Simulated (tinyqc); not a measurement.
# Gate work function from the charge

Inverse problem. For an undoped double gate, Q = 8 eps0 eps_r Vt beta tan(beta)/ts with 0 < beta < pi/2, and at the source (Vg - dphi)/(2 Vt) - ln[(2/ts) sqrt(2 eps0 eps_r Vt/(q ni))] = ln(beta) - ln(cos beta) + 2 r beta tan(beta), r = eps_r tox/(eox ts). Find beta and dphi.

Inputs (values chosen for the exercise); material values close to those of gallium arsenide:
- T = 293 K (temperature)
- eps_r = 12.7 (relative permittivity of the semiconductor)
- eox = 7.67 (relative permittivity of the gate insulator)
- tox = 1.7 nm (insulator thickness)
- ts = 20 nm (body thickness)
- Vg = 1.22 V (gate voltage)

Constants: q = 1.602176634e-19 C, kB = 1.380649e-23 J/K, Vt = kB T/q, eps0 = 8.8541878128e-14 F/cm where lengths are in cm. Results are converted to the units shown.

Qs = 2423.8718 nC/cm^2
ni = 9.8123051e5 cm^-3

Solution. beta tan(beta) rises from 0 without bound on the interval, so the charge fixes beta; the second relation is then explicit in dphi. At this charge the surface density passes 0.3 Nc, so the classical Boltzmann model is only formal.

beta = 1.501
dphi = 0.09000 V

tinyqc, about 0.01 s, one thread, Intel Xeon 2.30GHz (shared host): `OMP_NUM_THREADS=1 python tinyqc.py 2440011 2440012 out.jsonl`
